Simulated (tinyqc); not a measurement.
Thermal resistances of a two-die stack.

Question. Heat leaves through the lower die only, and the system is linear. Find the resistance R1 from the lower die to the coolant, R2 between the dies, and the rise of the upper die when both are powered.

Parameters, values chosen for the exercise:

| symbol | value | unit | meaning |
|---|---|---|---|
| P1 | 27 | W | power of the lower die |
| P2 | 15 | W | power of the upper die |

rises of the lower and upper die with only the lower one powered (K): [14.58, 14.58]
rises of the lower and upper die with only the upper one powered (K): [8.1, 11.4]

Answer. With only the lower die powered no heat crosses R2, so both dies rise by P1 R1; the difference in the second test is P2 R2; rises add.

R1 = 0.540 K/W
R2 = 0.220 K/W
rise of the upper die = 26.0 K

Program tinyqc, `OMP_NUM_THREADS=1 python tinyqc.py 2162115 2162116 out.jsonl`; Intel Xeon 2.30GHz, shared host, one thread, about 0.03 s.
